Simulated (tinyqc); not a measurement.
From results back to parameters: Koster-Slater impurity in an sp3s* host.

Problem. In the Koster-Slater model a defect shifts the s level of its site by Vs and the p levels by Vp; an A1 level solves 1/Vs = G_s(E) and a T2 level 1/Vp = G_p(E), E from the top of the valence band. A defect has an A1 level at E = 1.4527 eV, one of the energies of the table, and a T2 level at 0.8716 eV.

G(E) of the host (1/eV):

| E (eV) | G_s | G_p |
|---|---|---|
| 0.0000 | 0.0431974 | 0.2813467 |
| 0.2905 | 0.0338649 | 0.1914835 |
| 0.5811 | 0.0233982 | 0.1470074 |
| 0.8716 | 0.0108762 | 0.1141284 |
| 1.1622 | -0.0051952 | 0.0865363 |
| 1.4527 | -0.0277868 | 0.0610542 |
| 1.7432 | -0.0642261 | 0.0349377 |
| 2.0338 | -0.1409013 | 0.0037904 |
| 2.3243 | -0.7788591 | -0.0559376 |

Find: Vs, Vp.

Solution. Read G_s and G_p at the two energies and invert them. Vs is attractive and pulls its level down from the conduction bands. Vp is repulsive and pushes its level up from the valence bands.

Vs, Vp (eV): -36.0  8.8

Program tinyqc; command `OMP_NUM_THREADS=1 python tinyqc.py 1480088 1480089 out.jsonl`; about 0.03 s on one thread of a shared Intel(R) Xeon(R) Processor @ 2.30GHz.
